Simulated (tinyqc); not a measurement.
CMOS latch-up, two-transistor model: effect of the temperature.

A parasitic pnp (emitter at Vdd, base shunted by Rw) and npn (emitter at ground, base shunted by Rs) feed each other: the npn collector current flows out of the pnp base node, the pnp collector current into the npn base node. Forward-active transistors with constant gains: Icn = Isn exp(Vn/Vt), Icp = Isp (exp(Vp/Vt) - 1). A current Ii is injected into the npn base node.

Isn, Isp and Von are given at 400 K; the currents scale as T^3 exp(-1.12 V/Vt), Von falls by 1.5 mV/K, gains and resistances are fixed. Node equations: Vp/Rw + Icp/bp = Icn and Vn/Rs + Icn/bn = Icp + Ii. Loop gain G = gn gp/[(1/Rw + gp/bp)(1/Rs + gn/bn)], gn = Icn/Vt, gp = (Icp + Isp)/Vt; the off state ends where G = 1, and Ii there is the trigger current. On state with both base-emitter voltages at Von: npn base current Ib = (Von/Rs + bp Von/Rw)/(bn bp - 1), holding current Ih = (bn + 1) Ib + Von/Rs, holding voltage Vh = Vsat + Von + R2 (Ib + Von/Rs).

Values chosen for this exercise; values close to those of bulk CMOS:
- bn = 22.3 (current gain of the npn)
- bp = 2.2 (current gain of the pnp)
- Isn = 7.2e-10 A (saturation current of the npn at the reference temperature)
- Isp = 1.1e-10 A (saturation current of the pnp at the reference temperature)
- Rs = 1100 ohm (substrate resistance shunting the npn)
- Rw = 210 ohm (well resistance shunting the pnp)
- R2 = 540 ohm (resistance from the pnp collector to the npn base)
- Von = 0.55 V (base-emitter voltage in the on state)
- Vsat = 0.19 V (saturation voltage)
- Vdd = 2.5 V (supply voltage)

Constants: q = 1.602176634e-19 C, kB = 1.380649e-23 J/K, Vt = kB T/q. Results are converted to the units shown.

Effect of the temperature:
```
T (K),Vn at trigger (V),trigger current (mA),Ih (mA),Vh (V)
233,0.80876,0.88313,5.1463,1.4859
263,0.75857,0.82456,4.8570,1.4130
293,0.70686,0.76448,4.5677,1.3402
323,0.65361,0.70287,4.2784,1.2673
353,0.59878,0.63968,3.9891,1.1945
383,0.54224,0.57480,3.6998,1.1216
413,0.48382,0.50805,3.4105,1.0488
443,0.42324,0.43912,3.1212,0.97594
```

What does the table show?

As T goes from 233 to 443 K, the trigger current falls from 0.883 to 0.439 mA, Ih falls from 5.15 to 3.12 mA and Vh falls from 1.49 to 0.976 V. Vh exceeds the supply Vdd = 2.5 V, which then cannot sustain a latched state, in 0 of the 8 rows.

Computed by the program tinyqc: `OMP_NUM_THREADS=1 python tinyqc.py 2670015 2670016 out.jsonl`, one thread of a shared Intel Xeon 2.30GHz, about 0.04 s for the whole run.
